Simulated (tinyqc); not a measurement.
Strained Delta valleys, repopulation and conductivity mass: one step of the calculation.

A cubic crystal with three pairs of conduction valleys along x, y and z under uniaxial stress X along [001] (X > 0 is tension); current along [110]. Non-degenerate electrons, fixed total density, one relaxation time for all valleys and stresses, masses unchanged by strain, so the mobility goes as the mean inverse mass.

Problem. Conductivity mass and mobility. Inverse mass along the current d = [110]: (n.d)^2/ml + (1 - (n.d)^2)/mt; mu/mu0 = sum f (1/m) over the plain mean of 1/m.

Inputs (values chosen for the exercise):
- ml = 0.942 m0 (longitudinal mass)
- mt = 0.191 m0 (transverse mass)

share f, valley x to z: [0.09588882, 0.09588882, 0.80822237]

Find: 1/m along d; conductivity mass; unstrained value; mu/mu0.

Solution.

1/m along d, valley x to z (1/m0): [3.1486, 3.1486, 5.2356]
conductivity mass = 0.20681 m0
unstrained value = 0.26013 m0
mu/mu0 = 1.2578

The possible range, all electrons in one kind of valley, is 0.819 to 1.36.

Program tinyqc, `OMP_NUM_THREADS=1 python tinyqc.py 2530112 2530113 out.jsonl`; Intel Xeon 2.30GHz, shared host, one thread, about 0.01 s.
